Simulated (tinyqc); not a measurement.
# Undoped symmetric double-gate MOSFET, analytic potential model: effect of the insulator thickness

An undoped body of thickness ts between two equal insulators and tied gates; long channel, electrons only, n = ni exp((psi - V)/Vt) with V the quasi-Fermi potential (0 at the source, Vd at the drain), constant mobility, no quantisation. Across the body psi(x) = V - 2 Vt ln[(ts/(2 beta)) sqrt(q ni/(2 eps0 eps_r Vt)) cos(2 beta x/ts)], x from the centre. Q is the electron charge per area of the whole body.

ni = sqrt(Nc Nv) exp(-Eg/(2 Vt)), Eg in volts; r = eps_r tox/(eox ts); V0 = dphi + 2 Vt ln[(2/ts) sqrt(2 eps0 eps_r Vt/(q ni))]. beta (between 0 and pi/2) solves (Vg - V0 - V)/(2 Vt) = ln(beta) - ln(cos beta) + 2 r beta tan(beta). Q = 8 eps0 eps_r Vt beta tan(beta)/ts; I = mu (1/L)(4 eps0 eps_r/ts)(2 Vt)^2 [g(beta_s) - g(beta_d)] per width, g = beta tan(beta) - beta^2/2 + r beta^2 tan^2(beta), with beta_s at V = 0 and beta_d at V = Vd.  I(low) is taken at Vg = 0.25 V, Qs and I(high) at Vg = 1 V.

Values chosen for this exercise; material values close to those of silicon:
- T = 273 K (temperature)
- Eg = 1.14 eV (band gap)
- eps_r = 11.7 (relative permittivity of the semiconductor)
- Nc = 2.44e19 cm^-3 (conduction-band density of states at T)
- Nv = 2.26e19 cm^-3 (valence-band density of states at T)
- eox = 25.5 (relative permittivity of the gate insulator)
- ts = 20 nm (body thickness)
- dphi = 0.03 V (gate work function less that of the intrinsic body)
- mu = 140 cm^2/(V s) (channel mobility)
- L = 0.1 um (gate length)
- Vd = 0.05 V (drain voltage)

Constants: q = 1.602176634e-19 C, kB = 1.380649e-23 J/K, Vt = kB T/q, eps0 = 8.8541878128e-14 F/cm where lengths are in cm. Results are converted to the units shown.

The same in every row: V0 (V) = 0.49775.

Results:
```
tox (nm)  I(low) (nA/um)  Qs(high) (nC/cm^2)  I(high) (uA/um)
3               0.075453              4799.9           313.18
6.2             0.075453              2540.2           166.64
9               0.075452              1827.3           120.17
13              0.075452              1318.0           86.871
19              0.075451              939.15           62.031
27              0.075451              685.07           45.330
```

Estimate the missing row, tox = 4.3 nm.

Computed row:
```
tox (nm)  I(low) (nA/um)  Qs(high) (nC/cm^2)  I(high) (uA/um)
4.3             0.075453              3504.0           229.26
```

With this row back in the table: As tox goes from 3 to 27 nm, I(low) stays near 0.0755 nA/um and I(high) falls from 313 to 45.3 uA/um. On average I(low) is independent of tox and I(high) goes as tox^(-0.88). Below threshold no voltage drops over the insulator in this long-channel model, so its thickness does not matter there. In every row the surface density at the source at the higher gate voltage passes 0.3 Nc, where Boltzmann statistics fail. For tox = 13 to 27 nm L is under three scale lengths of this cross-section, so short-channel effects, left out here, would raise the subthreshold current.

tinyqc, about 0.03 s, one thread, Intel Xeon 2.30GHz (shared host): `OMP_NUM_THREADS=1 python tinyqc.py 2440109 2440110 out.jsonl`
